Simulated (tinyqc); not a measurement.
# Changing the LO phonon energy hbar omega

Model: Froehlich polaron in a polar crystal. Computed by tinyqc, a small Python program. Command: `OMP_NUM_THREADS=1 python tinyqc.py 3004053 3004054 out.jsonl frohlich sweep`. One thread of a shared host (Intel(R) Xeon(R) Processor @ 2.30GHz), about 0.1 s of CPU time with the checks.

One electron in a parabolic band of mass m*, coupled to dispersionless LO phonons in the continuum model. Energies are in units of hbar omega unless marked, wave numbers in k_0 = sqrt(2 m* omega/hbar).

Inputs (values chosen for the exercise, for a model crystal):
```
quantity                          value  unit
band mass m*                      0.181   m_0
eps_inf                            2.48     -
static dielectric constant eps_s   3.97     -
temperature T                       400     K
```

Constants: hbar^2/(2 m_0) = 3.80998212 eV angstrom^2; e^2/(4 pi eps_0) = 14.39964548 eV angstrom; k_B = 8.617333262e-05 eV/K; hbar = 6.582119569e-16 eV s; e = 1.602176634e-19 C; m_0 = 9.1093837015e-31 kg.

Method:
- 1/eps* = 1/eps_inf - 1/eps_s; k_0 = sqrt(2 m* omega/hbar) = sqrt(m* hbar omega / (hbar^2/(2 m_0))) with m* in m_0; alpha = (e^2/(4 pi eps_0)) k_0/(2 eps* hbar omega); polaron length 1/k_0.
- Feynman's bound: E(v, w) = 3 (v - w)^2/(4 v) - (alpha v/sqrt(pi)) int_0^infinity e^-u D(u)^(-1/2) du, D = w^2 u + ((v^2 - w^2)/v)(1 - e^(-v u)); integrals by 80 Gauss-Legendre points in s from 0 to 1 with u = 40 s^2.
- Minimise over v > w > 0 (simplex search); mass m_p/m* = 1 + (alpha v^3/(3 sqrt(pi))) int u^2 e^-u D^(-3/2) du.
- Scattering by absorption of an LO phonon: 1/tau = 2 alpha omega n, n = 1/(exp(hbar omega/(k_B T)) - 1); mu = e tau/m*, the weak-coupling result for k_B T well below hbar omega.

One run for each value; columns: (1) LO phonon energy hbar omega (meV); (2) coupling constant alpha; (3) polaron energy, Feynman (meV); (4) mobility (cm^2/(V s)); (5) polaron length 1/k_0 (angstrom):
```
(1)     (2)      (3)     (4)     (5)
8    2.6552  -22.057    39.3  51.295
12   2.1680  -26.805    51.2  41.882
18   1.7701  -32.632    68.8  34.197
28   1.4193  -40.493   100.8  27.418
43   1.1453  -49.988   161.1  22.125
65   0.9315  -61.280   295.3  17.996
99   0.7548  -75.449   713.6  14.582
150  0.6132  -92.698  2663.6  11.846
```

Over the rows, coupling constant alpha falls from 2.66 to 0.613 (exponent d ln y / d ln x about -0.50 throughout); polaron energy, Feynman (meV) falls from -22.1 to -92.7 (exponent d ln y / d ln x about 0.49 throughout); mobility (cm^2/(V s)) rises from 39.3 to 2660 (exponent d ln y / d ln x 0.65 between the first rows and 3.2 between the last). The exponent of coupling constant alpha stays at -0.50: alpha goes as omega^(-1/2). Alpha falls as omega^(-1/2), yet alpha hbar omega rises as omega^(1/2); the mobility climbs steeply because stiff phonons are exponentially rare at this T.

Caution (rows 8.00, 12.0, 18.0, 28.0, 43.0, 65.0, 99.0): this mobility formula holds for weak coupling and k_B T well below hbar omega, and it leaves out all other scattering.
